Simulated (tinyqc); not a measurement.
Thermodynamics of metal silicides: hull, first phase, silicon consumed, nucleation and stability against SiO2: one step, computed by the program tinyqc. Command: `OMP_NUM_THREADS=1 python tinyqc.py 3027552 3027553 out.jsonl silphase walk`. One thread of a shared host (Intel(R) Xeon(R) Processor @ 2.30GHz), about 0.01 s of CPU time with the checks.

Entropies of formation of the solids are neglected, so heats stand for free energies. Si fractions: M2Si 0.3333, MSi 0.5000, MSi2 0.6667.

Question. First phase. Effective heat of formation: at the interface the mixture has the Si fraction x_e; the limiting element scales the heat, H_eff = H x_e/x if x_e < x, H (1 - x_e)/(1 - x) otherwise. The rule names the most negative as the first phase; its restriction to congruently melting phases is left out here.

Inputs (values chosen for the exercise, of the order of those of cobalt silicides for heats and volumes only):
```
quantity                                value          unit
heat of formation of M2Si               -37.8  kJ/mol atoms
heat of formation of MSi                -49.3  kJ/mol atoms
heat of formation of MSi2               -35.8  kJ/mol atoms
Si fraction x_e at the lowest liquidus   0.16             -
```

Phases: M2Si, MSi, MSi2.

Give: H_eff; most negative H_eff.

Answer.

H_eff (kJ/mol atoms): M2Si -18.144, MSi -15.776, MSi2 -8.592

most negative H_eff = -18.144 kJ/mol atoms

The rule picks M2Si, ahead of MSi by 2.4 kJ/mol; it is not the phase with the most negative heat itself. The rule is empirical and ignores nucleation barriers.
